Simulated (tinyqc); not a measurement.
# Slope factor and drain-induced lowering from three currents

Inverse problem. With source and body at 0 V, I = A exp((Vg + dd Vd)/(nf Vt)) (1 - exp(-Vd/Vt)). Find nf, the swing nf Vt ln 10 and dd.

Parameters, values chosen for the exercise:

| symbol | value | unit | meaning |
|---|---|---|---|
| T | 378 | K | temperature |

Constants: q = 1.602176634e-19 C, kB = 1.380649e-23 J/K, Vt = kB T/q. Results are converted to the units shown.

currents at (Vg, Vd) = (0, 0.05), (0, 0.8) and (0.05, 0.8) V (nA/um): [0.069191552, 0.67569656, 1.9197580]

Solution. The pair at equal Vd gives nf; the pair at equal Vg, after dividing out the factors 1 - exp(-Vd/Vt), gives dd.

nf = 1.470
swing = 110.3 mV/decade
dd = 0.1300

Computed by the program tinyqc: `OMP_NUM_THREADS=1 python tinyqc.py 2242260 2242261 out.jsonl`, one thread of a shared Intel Xeon 2.30GHz, about 0.03 s for the whole run.
